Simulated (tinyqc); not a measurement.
# MOSFET in the linear regime without short-channel effects, parameter extraction from computed curves, step by step

tinyqc, about 0.01 s, one thread, Intel Xeon 2.30GHz (shared host): `OMP_NUM_THREADS=1 python tinyqc.py 2210110 2210111 out.jsonl` Printed values are rounded.

Inversion charge Q = Cox n Vt W0(exp((Vg - VT)/(n Vt))), W0 the Lambert function and n = nf; u = Q/Cox; mobility mu = mu0/(1 + th1 u + th2 u^2); channel resistance Rch = (L - dL)/(W mu Q); Id = Vd/(Rch + Rsd/W). Cox = eps0 eox/tox. Small Vd, no channel-length or drain effects.

Values chosen for this exercise; channel values of the order met in silicon transistors: temperature T = 300 K; relative permittivity of the gate insulator (close to zirconium oxide) eox = 25.7; insulator thickness tox = 7.5 nm; low-field mobility mu0 = 100 cm^2/(V s); first mobility attenuation factor th1 = 0.35 1/V; second mobility attenuation factor th2 = 0 1/V^2; threshold voltage VT = 0.59 V; body factor nf = 1.15; gate width W = 0.5 um; drawn gate length L = 0.25 um; drawn less effective length dL = 0.016 um; source plus drain resistance Rsd = 170 ohm um; drain voltage Vd = 0.01 V.

Constants: q = 1.602176634e-19 C, kB = 1.380649e-23 J/K, Vt = kB T/q, eps0 = 8.8541878128e-14 F/cm where lengths are in cm. Results are converted to the units shown.

## Transfer curve

| point | Vg (V) |
|---|---|
| 0 | 0.29 |
| 1 | 0.44 |
| 2 | 0.59 |
| 3 | 0.74 |
| 4 | 0.89 |
| 5 | 1.04 |
| 6 | 1.19 |
| 7 | 1.34 |
| 8 | 1.49 |
| 9 | 1.64 |
| 10 | 1.79 |

u, mu, Rch and Id as defined.

| point | u (V) | mu (cm^2/(V s)) | Rch (ohm) | Id (uA) |
|---|---|---|---|---|
| 0 | 1.232418e-6 | 99.99996 | 1.251605e9 | 7.989739e-6 |
| 1 | 1.901979e-4 | 99.99334 | 8.110517e6 | 0.001232915 |
| 2 | 0.01686106 | 99.41333 | 92022.89 | 0.1082686 |
| 3 | 0.1108695 | 96.26452 | 14452.63 | 0.6760123 |
| 4 | 0.2381408 | 92.30633 | 7017.136 | 1.359225 |
| 5 | 0.3746679 | 88.40687 | 4656.855 | 2.001259 |
| 6 | 0.5151986 | 84.72282 | 3533.867 | 2.581400 |
| 7 | 0.6579284 | 81.28264 | 2884.356 | 3.101395 |
| 8 | 0.8020401 | 78.08144 | 2463.096 | 3.567484 |
| 9 | 0.9470977 | 75.10416 | 2168.535 | 3.986390 |
| 10 | 1.092842 | 72.33300 | 1951.333 | 4.364273 |

## Threshold and mobility at the peak transconductance

gm_i = (Id_(i+1) - Id_(i-1))/(Vg_(i+1) - Vg_(i-1)); at the point j of largest gm the tangent meets the axis at V_ext = Vg_j - Id_j/gm_j; field-effect mobility gm_j L/(W Cox Vd) with the drawn L.

| point | gm (uS) |
|---|---|
| 1 | 0.3608687 |
| 2 | 2.249265 |
| 3 | 4.169853 |
| 4 | 4.417488 |
| 5 | 4.073919 |
| 6 | 3.667120 |
| 7 | 3.286945 |
| 8 | 2.949983 |
| 9 | 2.655963 |

j = 4
V_ext = 0.5823083 V
field-effect mobility = 72.79890 cm^2/(V s)

V_ext is 7.7 mV below the model VT, and the mobility so found is 32 % below mu0 L/(L - dL) = 107 cm^2/(V s), the value for the drawn L; attenuation, series resistance and the slow approach of Q to a straight line all lower the peak gm.

## The Y function

Y_i = Id_i/sqrt(gm_i). For Id = beta Vd x/(1 + th x), x = Vg - VT, Y = sqrt(beta Vd) x whatever th. Slope s from points 6 and 9; VT_Y = Vg - Y/s at point 9; beta = s^2/Vd; mobility beta L/(W Cox) with the drawn L; th* = (beta Vd x/Id - 1)/x at point 9.

| point | Y (uA^0.5 V^0.5) |
|---|---|
| 1 | 0.002052384 |
| 2 | 0.07219085 |
| 3 | 0.3310505 |
| 4 | 0.6467010 |
| 5 | 0.9915100 |
| 6 | 1.348009 |
| 7 | 1.710649 |
| 8 | 2.077075 |
| 9 | 2.446069 |

s = 2.440134 uA^0.5 V^-0.5
VT_Y = 0.6375676 V
beta = 595.4252 uA/V^2
mobility from Y = 98.12432 cm^2/(V s)
th* = 0.4960718 1/V

The mobility from Y is 8.2 % below mu0 L/(L - dL) = 107 cm^2/(V s), which it should reach in deep inversion when th2 = 0. th* compares with th1 + mu0 Cox Rsd/(L - dL) = 0.570 1/V, since series resistance enters like th1.
